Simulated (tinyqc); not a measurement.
Charge state against the Fermi level: deep level with several charge states.

Energies from Ev. The defect has charge states +1, 0, -1 with weights 1, gm exp((EF - E1)/kT), exp((2 EF - E1 - E2)/kT); the shares are the weights over their sum. Boltzmann carriers: n = Nc exp((EF - Eg)/kT), p = Nv exp(-EF/kT). Neutrality: p - n + Nd + Nt <q> = 0.

Constants: kB = 8.617333262e-05 eV/K.

Parameters, chosen for this exercise (gap and densities of states near those of Si at this temperature; not measured data):
```
symbol  value  unit  meaning
E1      0.399  eV    level (+1/0) above Ev
E2      0.593  eV    level (0/-1) above Ev
gm      1            degeneracy of the middle state, the others 1
T       350    K
```

Shares:
```
EF (eV)     +1      0     -1     <q>
0.066    1.000  0.000  0.000   1.000
0.154    1.000  0.000  0.000   1.000
0.242    0.995  0.005  0.000   0.995
0.329    0.911  0.089  0.000   0.911
0.417    0.354  0.644  0.002   0.353
0.505    0.027  0.923  0.050  -0.022
0.593    0.001  0.500  0.500  -0.499
0.681    0.000  0.051  0.949  -0.949
0.769    0.000  0.003  0.997  -0.997
0.856    0.000  0.000  1.000  -1.000
0.944    0.000  0.000  1.000  -1.000
1.032    0.000  0.000  1.000  -1.000
```

Where the levels are several kT apart the middle state rules between about E1 - kT ln gm = 0.399 and E2 + kT ln gm = 0.593 eV; its largest share listed is 0.923. Each step spreads from 10 % to 90 % over 4.4 kT = 0.133 eV.

Computed by tinyqc, a small Python program: `OMP_NUM_THREADS=1 python tinyqc.py 1650610 1650611 out.jsonl` (the numbers bound the seed that draws the inputs); one thread of a shared host (Intel(R) Xeon(R) Processor @ 2.30GHz), about 0.01 s for the whole set of steps.
